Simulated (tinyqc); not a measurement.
Spin coating of a resist or spin-on film: centrifugal thinning, evaporation and the final thickness (Emslie and Meyerhofer models): one step, computed by the program tinyqc.

A Newtonian film stays uniform over the wafer; solvent and solids have the same density and the concentration is uniform through the thickness.

Question. First explicit step of the full model. omega = 2 pi f/60; nu(c) = nu_s + k c^gamma; evaporation rate e = e0 sqrt(f/1000 rpm). Solids s and liquid l per area start at s = c0 h0, l = (1 - c0) h0. With h = h0 and c = c0: Q = K h^3, K = 2 omega^2/(3 nu); one Euler step of length dt = 0.01 h0/Q for s and l, ds/dt = -c Q, dl/dt = -(1 - c) Q - e.

Inputs (values chosen for the exercise, of the order of those of a polymer resist in an ester solvent): solids volume fraction c0 = 0.17; starting thickness h0 = 400 micrometre.

flow constant K = 0.004410187 1/(micrometre^2 s)

evaporation rate e = 0.8061017 micrometre/s

Give: Q; dt; s; l; Q/e at the start.

Answer.

Q = 2.823e+05 micrometre/s

dt = 1.417e-05 s

s = 67.32 micrometre

l = 328.7 micrometre

Q/e at the start = 3.501e+05
